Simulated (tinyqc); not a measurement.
Estimate of lattice thermal conductivity from elastic moduli (Slack, Klemens and Cahill formulas): one step, computed by the program tinyqc. Command: `OMP_NUM_THREADS=1 python tinyqc.py 3007412 3007413 out.jsonl slack walk`. One thread of a shared host (Intel(R) Xeon(R) Processor @ 2.30GHz), about 0.01 s of CPU time with the checks.

An isotropic solid.

Question. Grueneisen parameter. gamma = alpha_V B V/(3 k_B), with the classical heat capacity 3 k_B per atom.

Inputs (values chosen for the exercise, for a model crystal): bulk modulus B = 93.3 GPa; volume per atom V = 28.8 angstrom^3; volume expansion coefficient alpha_V = 28.9 ppm/K.

Grueneisen parameter: from thermal expansion.

Constants: k_B = 1.380649e-23 J/K.

Give: Grueneisen parameter gamma.

Answer.

Grueneisen parameter gamma = 1.8749
